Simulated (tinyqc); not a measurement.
Surface Green function of a chain with one s and one p orbital a site, Sancho-Rubio decimation: two steps of the calculation.

A semi-infinite lead of cells 0, 1, 2, ... with H0 inside a cell and H1 = <cell i|H|cell i + 1>. H1 = [[-vss, vsp], [-vsp, vpp]]. z = E + i eta.

Parameters, values chosen for the exercise:
- E = 4.41 eV (energy)
- eta = 0.05 eV (broadening)

Question 1. Decimation. Start with e_s = e = H0, a = H1, b = H1^dagger. Each round: g = (z - e)^(-1); e_s <- e_s + a g b; e <- e + a g b + b g a; a <- a g a; b <- b g b (all with the old a, b). Round k joins cells 2^k apart.

H0 (eV):
```
       s     p
s  -1.79     0
p      0  0.77
```

H1 (eV):
```
       s     p
s   -2.7  2.35
p  -2.35  2.51
```

Find: g; e_s after round 1; e after round 1; a after round 1; b after round 1.

Answer 1.

g (1/eV):
```
                s               p
s  0.1613-0.0013i  0.0000+0.0000i
p  0.0000+0.0000i  0.2747-0.0038i
```

e_s after round 1 (eV):
```
              s             p
s  0.903-0.030i  2.643-0.031i
p  2.643-0.031i  3.391-0.031i
```

e after round 1 (eV):
```
              s             p
s  3.595-0.061i  0.000+0.000i
p  0.000+0.000i  6.012-0.062i
```

a after round 1 (eV):
```
                 s               p
s  -0.3412+0.0114i  0.5968-0.0140i
p  -0.5968+0.0140i  0.8398-0.0166i
```

b after round 1 (eV):
```
                 s                p
s  -0.3412+0.0114i  -0.5968+0.0140i
p   0.5968-0.0140i   0.8398-0.0166i
```

Question 2. Self-energy, Dyson check and densities of states. Sigma = H1 g_s H1^dagger is what the lead adds to one more cell, and (z - H0 - Sigma)^(-1) must give g_s back. Densities of states: -Im of the diagonals over pi.

H0 (eV):
```
       s     p
s  -1.79     0
p      0  0.77
```

H1 (eV):
```
       s     p
s   -2.7  2.35
p  -2.35  2.51
```

converged surface Green function g_s (1/eV):
```
                         s                        p
s   0.14316280-0.24896584i  -0.07506145-0.39949964i
p  -0.07506145-0.39949964i   0.07985857-0.64808550i
```

converged bulk Green function (1/eV):
```
                        s                        p
s  0.59035665-0.31118039i   0.00000000+0.00000000i
p  0.00000000+0.00000000i  -0.24878361-0.53326998i
```

Wanted: Sigma; (z - H0 - Sigma)^(-1); surface density of states; bulk density of states.

Answer 2.

Sigma (eV):
```
                s               p
s  2.4372-0.3244i  2.3026-0.4888i
p  2.3026-0.4888i  2.1792-0.7450i
```

(z - H0 - Sigma)^(-1) (1/eV):
```
                   s                  p
s   0.14316-0.24897i  -0.07506-0.39950i
p  -0.07506-0.39950i   0.07986-0.64809i
```

surface density of states, orbital s to p (1/eV): [0.07925, 0.20629]
bulk density of states, orbital s to p (1/eV): [0.09905, 0.16975]

Numbers from tinyqc (`OMP_NUM_THREADS=1 python tinyqc.py 2680043 2680044 out.jsonl`; about 0.03 s on one thread of a shared Intel Xeon 2.30GHz).
